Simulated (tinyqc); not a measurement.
Inside a calculation. Method: coupled-perturbed Hartree-Fock on RHF in the sto-6g basis, for H4, spin multiplicity 1. The polarisability along this axis is zero because the basis has no function that the field can mix in; the real value is not. One step of it, computed by the program tinyqc.

Task: Orthogonalisation. S = U s U^T; symmetric (Loewdin) form X = U s^(-1/2) U^T, so that X^T S X = 1.

overlap S:
```
          1H 1s     2H 1s     3H 1s     4H 1s
1H 1s  1.000000  0.658423  0.068584  0.018700
2H 1s  0.658423  1.000000  0.222718  0.068584
3H 1s  0.068584  0.222718  1.000000  0.658423
4H 1s  0.018700  0.068584  0.658423  1.000000
```

Give: eigenvalues of S; X.

Result:

eigenvalues of S: 0.281  0.387  1.478  1.855

X:
```
        1H 1s   2H 1s   3H 1s   4H 1s
1H 1s   1.248  -0.479   0.046  -0.016
2H 1s  -0.479   1.278  -0.168   0.046
3H 1s   0.046  -0.168   1.278  -0.479
4H 1s  -0.016   0.046  -0.479   1.248
```
